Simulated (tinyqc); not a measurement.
What the excited states change: donors with valley-orbit split 1s states.

Each donor binds at most one electron, in any of its states. For a site s, W_s = sum over its states of g exp(E/kT), and the ionised share is 1/(1 + W_s exp(eta)), eta = (EF - Ec)/kT; n = Nc F_1/2(eta); neutrality n + NA = ND x (mean ionised share); holes are neglected. Nc from N = 2 (m kB T/(4 pi c))^(3/2) with c = hbar^2/2m0, in 1/angstrom^3; times 1e24 for 1/cm^3, m = md. F_j(eta) = (1/Gamma(j + 1)) integral_0^infinity x^j dx/(1 + exp(x - eta)), which tends to exp(eta) for eta << 0.

Constants: hbar^2/2m0 = 3.80998211 eV angstrom^2; kB = 8.617333262e-05 eV/K.

Inputs chosen for the exercise (near those of Sb in Si; not measured data): md = 1.04 m0 (density-of-states mass of the conduction band); E = (41, 30.8, 28.2) meV (binding energies of 1s(A1), 1s(T2), 1s(E)); g = (2, 6, 4) (their degeneracies with spin); ND = 7e+15 1/cm^3 (donors); NA = 2e+15 1/cm^3 (compensating acceptors, all ionised).

The last columns keep only the ground state of each site (g = 2).

Results:

| T (K) | effective degeneracy | eta | n (1/cm^3) | n, ground states only | ratio |
|---|---|---|---|---|---|
| 40 | 2.41 | -11.86 | 9.12e+12 | 1.10e+13 | 0.831 |
| 60 | 3.17 | -8.49 | 4.89e+14 | 6.87e+14 | 0.712 |
| 80 | 3.99 | -7.56 | 1.90e+15 | 2.56e+15 | 0.743 |
| 110 | 5.08 | -7.39 | 3.66e+15 | 4.31e+15 | 0.849 |
| 150 | 6.21 | -7.64 | 4.53e+15 | 4.83e+15 | 0.938 |
| 200 | 7.22 | -8.01 | 4.82e+15 | 4.95e+15 | 0.975 |
| 250 | 7.95 | -8.32 | 4.91e+15 | 4.98e+15 | 0.987 |
| 300 | 8.48 | -8.59 | 4.95e+15 | 4.99e+15 | 0.992 |
| 400 | 9.22 | -9.02 | 4.97e+15 | 4.99e+15 | 0.996 |
| 500 | 9.71 | -9.35 | 4.98e+15 | 5.00e+15 | 0.998 |

The effective degeneracy grows from 2.41 to 9.71. Excited states hold electrons back, so the ratio is never above 1; it is lowest, 0.712, at 60 K of those listed, and 0.992 at 300 K. At low T the excited states empty out, and at high T more donors are ionised (n is 100 % of ND - NA in the last row), so the effect is largest in between.

tinyqc: `OMP_NUM_THREADS=1 python tinyqc.py 1650066 1650067 out.jsonl`; about 0.01 s, one thread, shared Intel(R) Xeon(R) Processor @ 2.30GHz.
